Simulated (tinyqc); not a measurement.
Landau-Devonshire theory of a uniaxial ferroelectric: one step, computed by the program tinyqc. Command: `OMP_NUM_THREADS=1 python tinyqc.py 3019831 3019832 out.jsonl ferro walk`. One thread of a shared host (Intel(R) Xeon(R) Processor @ 2.30GHz), about 0.01 s of CPU time with the checks.

G(P) = (alpha/2) P^2 + (beta*/4) P^4 + (gamma/6) P^6 - E P per volume, SI units, one domain, P along the polar axis.

Question. Spontaneous polarisation, susceptibility, coercive field. Ps^2 = [-beta* + sqrt(beta*^2 - 4 alpha gamma)]/(2 gamma). chi = 1/(eps_0 G''), G'' = alpha + 3 beta* P^2 + 5 gamma P^4 at Ps. Ps, chi and the coercive field are for perfect screening, without a depolarising field. The intrinsic coercive field is |alpha P + beta* P^3 + gamma P^5| at the P_c where G'' = 0. 1 C/m^2 = 100 microcoulomb/cm^2.

Inputs (values chosen for the exercise, modelled on lead titanate): Curie-Weiss temperature T0 = 752 K; gamma = 1.61e+09 J m^9/C^6; temperature T = 462 K.

Sample: free crystal.

alpha = -2.172100e+08 J m/C^2

beta* = -2.88e+08 J m^5/C^4

Constants: eps_0 = 8.8541878128e-12 F/m.

Give: spontaneous polarisation Ps; susceptibility chi; well depth G(Ps); P_c; intrinsic coercive field.

Answer.

spontaneous polarisation Ps = 68.37 microcoulomb/cm^2

susceptibility chi = 99.24

well depth G(Ps) = -39.09 MJ/m^3

P_c = 47.59 microcoulomb/cm^2

intrinsic coercive field = 95.11 MV/m

P_c/Ps = 0.696, above the 0.577 of a quartic well, as the sixth-order term matters. Real switching runs by domain nucleation at far lower fields.
